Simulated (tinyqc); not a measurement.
Concentration-dependent dopant diffusion with charged defects and the built-in field. Changing the surface concentration C_s. Computed by tinyqc, a small Python program. Command: `OMP_NUM_THREADS=1 python tinyqc.py 3002321 3002322 out.jsonl extrinsic sweep`. One thread of a shared host (Intel(R) Xeon(R) Processor @ 2.30GHz), about 0.9 s of CPU time with the checks.

A constant source C_s feeds a half space. The dopant moves through neutral point defects and through charged ones, whose number grows with the majority carrier density n.

Inputs (values chosen for the exercise, modelled on boron in silicon):

| quantity | value | unit |
|---|---|---|
| neutral prefactor D0x | 0.0456 | cm^2/s |
| neutral activation energy E0 | 3.49 | eV |
| singly charged prefactor D01 | 1.07 | cm^2/s |
| activation energy E1 | 3.49 | eV |
| junction level C_B | 5.6e+15 | 1/cm^3 |
| temperature T | 1075 | C |
| time t | 5900 | s |

Field enhancement: on.

Constants: k_B = 8.617333262e-05 eV/K.

Method:
- n_i = 3.87e16 T^1.5 exp(-7014/T) per cm^3 (T in kelvin, an empirical form); each D = prefactor x exp(-E/(k_B T)); the intrinsic diffusivity D_i is their sum.
- Temperatures in kelvin are T(C) + 273.15.
- n = C/2 + sqrt(C^2/4 + n_i^2); D(C) = h [Dx + D1 (n/n_i)], h = 1 + C/sqrt(C^2 + 4 n_i^2).
- With y = x/sqrt(D_s t), u = C/C_s and q = -(D/D_s) du/dy: du/dy = -q D_s/D, dq/dy = -(y/2) q D_s/D, u(0) = 1. The surface flux q(0) is shot so that u tends to 0 (LSODA, an adaptive multistep solver, relative tolerance 1e-10). Dose Q = 2 q(0) C_s sqrt(D_s t).
- The junction lies where C = C_B.

One run for each value:

| surface concentration C_s (1/cm^3) | enhancement D_s/D_i | junction depth x_j (nm) | dose Q (1/cm^2) | junction in units of sqrt(D_s t) |
|---|---|---|---|---|
| 5.00e+17 | 1.05 | 877 | 1.392e+13 | 3.523 |
| 1.50e+18 | 1.15 | 1010 | 4.301e+13 | 3.877 |
| 4.60e+18 | 1.49 | 1148 | 1.440e+14 | 3.863 |
| 1.40e+19 | 2.84 | 1325 | 5.542e+14 | 3.234 |
| 4.30e+19 | 7.93 | 1645 | 2.658e+15 | 2.403 |
| 4.00e+20 | 72.88 | 3592 | 7.373e+16 | 1.731 |

Give the missing row, surface concentration C_s (1/cm^3) = 1.30e+20.

Computed row; columns: (1) surface concentration C_s (1/cm^3); (2) enhancement D_s/D_i; (3) junction depth x_j (nm); (4) dose Q (1/cm^2); (5) junction in units of sqrt(D_s t):
```
(1)         (2)   (3)        (4)    (5)
1.30e+20  23.74  2291  1.371e+16  1.934
```

Interpolating between the two neighbouring rows (the first column on a logarithmic scale, the others too where they are positive) misses most in junction depth x_j (nm), by 5.8 %. Over the rows, enhancement D_s/D_i rises from 1.05 to 72.9 (exponent d ln y / d ln x 0.083 between the first rows and 1.00 between the last); junction depth x_j (nm) rises from 877 to 3590 (exponent d ln y / d ln x 0.13 between the first rows and 0.40 between the last); dose Q (1/cm^2) rises from 1.39e13 to 7.37e16 (exponent d ln y / d ln x 1.0 between the first rows and 1.5 between the last). At the high end the exponent of enhancement D_s/D_i is 1.00, close to 1: singly charged defects follow n. At the low end the exponent of dose Q is 1.03, close to 1: the intrinsic, linear regime. At the high end the exponent of dose Q is 1.50, close to 1.5: D proportional to C: Q scales as C_s sqrt(C_s). In units of sqrt(D_s t), D_s = D(C_s), the junction is deepest, 3.88, at C_s = 1.5e18 among these rows and ends at 1.73: a larger C_s/C_B pushes it out along the tail, while the tail diffuses with D_i, ever further below D_s.

Caution (rows 4.30e19, 1.30e20, 4.00e20): at such concentrations dopants can cluster or exceed their solubility; the active fraction and the diffusivity then fall below the model.
